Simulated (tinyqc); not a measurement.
# Radius, Mott density and mass from the binding energy

Problem. A donor has the isolated binding energy E0 = cc Ry, Ry = (m0 q^3/(8 eps0^2 h^2)) me/eps_r^2 in eV, radius a = q/(8 pi eps0 eps_r E0) and Mott density (0.26/a)^3. Find a, the Mott density and me.

Inputs (values chosen for the exercise): relative permittivity eps_r = 9.62; ratio of the true binding energy to the hydrogenic one cc = 1.7.

Constants: q = 1.602176634e-19 C, eps0 = 8.8541878128e-12 F/m, h = 6.62607015e-34 J s, m0 = 9.1093837015e-31 kg. Results are converted to the units shown.

E0 = 91.224673 meV

Answer. Each follows directly from E0.

a = 0.8204 nm
Mott density = 3.183e19 cm^-3
me = 0.3650 m0

tinyqc, about 0.01 s, one thread, Intel Xeon 2.30GHz (shared host): `OMP_NUM_THREADS=1 python tinyqc.py 2330131 2330132 out.jsonl`
